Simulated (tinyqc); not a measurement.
## Stress from a rosette of three resistors

Problem. In the (001) plane dR/R(0) = p11 sxx + p12 syy, dR/R(90) = p12 sxx + p11 syy and dR/R(45) = (p11 + p12)(sxx + syy)/2 + p44 sxy. Find the three stresses.

Inputs (values chosen for the exercise): piezoresistive coefficient p11 = 6.34 x 1e-11/Pa; piezoresistive coefficient p12 = -1.16 x 1e-11/Pa; piezoresistive coefficient p44 = 130 x 1e-11/Pa.

dR/R at 0, 45 and 90 degrees (%): [1.3566400, -6.3196100, 0.82414000]

Answer. The first and third give sxx and syy; the 45-degree value less their mean is p44 sxy.

sxx = 246 MPa
syy = 175 MPa
sxy = -57.0 MPa

Computed by the program tinyqc: `OMP_NUM_THREADS=1 python tinyqc.py 2530144 2530145 out.jsonl`, one thread of a shared Intel Xeon 2.30GHz, about 0.01 s for the whole run.
